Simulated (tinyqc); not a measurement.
Carrier lifetime of an n-type layer with SRH, radiative, Auger and surface recombination: one step of the calculation.

Uniform excess density dn = dp (no trapping), n = n0 + dn, p = p0 + dn, Boltzmann statistics, full ionisation. Surfaces enter as a rate 2 S dn/d, which holds while diffusion to them is fast.

Problem. Lifetime, shares and quasi-Fermi splitting. With e = n p - ni^2 = dn (n0 + p0 + dn): U_SRH = e/(tp0 (n + n1) + tn0 (p + p1)), U_rad = B e, U_Aug = (Cn n + Cp p) e, U_s = 2 S dn/d. tau = dn/U, shares of U, splitting Vt ln(n p/ni^2), radiative efficiency U_rad/U.

Values chosen for this exercise; band and dielectric values those of a made-up semiconductor:

| symbol | value | unit | meaning |
|---|---|---|---|
| T | 300 | K | temperature |
| B | 3.86e-15 | cm^3/s | radiative coefficient |
| Cn | 5.4e-31 | cm^6/s | Auger coefficient (two electrons) |
| Cp | 2.6e-31 | cm^6/s | Auger coefficient (two holes) |
| S | 0 | cm/s | surface recombination velocity (both faces) |
| d | 200 | um | sample thickness |

Constants: q = 1.602176634e-19 C, kB = 1.380649e-23 J/K, Vt = kB T/q. Results are converted to the units shown.

converged dn = 4.1368902e13 cm^-3
ni = 2.1905471e11 cm^-3
n0 = 1.9000025e14 cm^-3
p0 = 2.5255211e8 cm^-3
n1 = 3.8847946e5 cm^-3
p1 = 1.2351995e17 cm^-3
tn0 = 0.10256410 s
tp0 = 0.0043956044 s

Find: tau; shares; quasi-Fermi splitting.

Solution.

tau = 1.061 s
shares (%): SRH 1.94, radiative 94.73, Auger 3.33, surface 0.00
quasi-Fermi splitting = 0.3155 V

Radiative recombination takes the largest share. dn is 0.22 times the doping: intermediate injection.

Computed by the program tinyqc: `OMP_NUM_THREADS=1 python tinyqc.py 2300110 2300111 out.jsonl`, one thread of a shared Intel Xeon 2.30GHz, about 0.01 s for the whole run.
